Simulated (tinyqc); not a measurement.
What each parameter does: Weaire-Thorpe hybrids on a Bethe lattice: gap and dangling bond of an amorphous tetrahedral solid.

Four sp3 hybrids an atom at energy 0, coupled by -V1 on the atom and by -V2 along a bond; the bonds form a tree (no rings). For any network the gap runs at least from -V2 + V1 to V2 - 3 V1, and p-like states pile up at -V2 + V1 and V2 + V1. On the tree the gap is wider: it ends at Ec = -V1 + sqrt(V2^2 + 4 V1^2 - 2 sqrt3 V1 V2), which makes it well wider than the gaps of the real glasses. A branch seen from a hybrid has the self-energy S = V2^2 g, where g is the Green function of the hybrid across the bond, whose three partners carry S themselves. With a = z - V1, b = a - S: g = 1/(a + V1 b/(b + 3 V1)), z = E + i eta. A full atom has G = (1/b)(b + 3 V1)/(b + 4 V1) per hybrid; a dangling hybrid with shift dh has G = 1/(1/g - dh).

Inputs chosen for the exercise (out of a larger set: of the size of tabulated hybrid energies for amorphous silicon; not measured data): V1 = 1.77 eV (coupling of two hybrids on one atom); V2 = 4.55 eV (coupling of the two hybrids of a bond); dh = -0.14 eV (shift of the dangling hybrid (rehybridisation)).

Ev = -V2 + V1, conduction edge of the tree -V1 + sqrt(V2^2 + 4 V1^2 - 2 sqrt3 V1 V2), and the level that solves 1/g(E) = dh for eta = 0. Each row changes one parameter from the base and keeps the others.

Results:
```
case           Ev (eV)  Ec (eV)  level (eV)  weight
base           -2.7800   0.5400     -0.0779   0.566
V1 = 1.69 eV   -2.8600   0.6530     -0.0833   0.604
V2 = 4.7 eV    -2.9300   0.6391     -0.0817   0.592
dh = -0.24 eV  -2.7800   0.5400     -0.1352   0.579
```

The largest shifts from the base row, up to three for each result and ties (the steps differ in size, so this ranks the rows, not the parameters). Ev (eV): V2 -0.1500, V1 -0.0800; unchanged at the printed digits by dh. Ec (eV): V1 +0.1130, V2 +0.0991; unchanged at the printed digits by dh. level (eV): dh -0.0573, V1 -0.0054, V2 -0.0038. weight: V1 +0.037, V2 +0.026, dh +0.013.

(tinyqc, `OMP_NUM_THREADS=1 python tinyqc.py 1480379 1480380 out.jsonl`, Intel(R) Xeon(R) Processor @ 2.30GHz, 1 thread, shared host, about 0.02 s.)
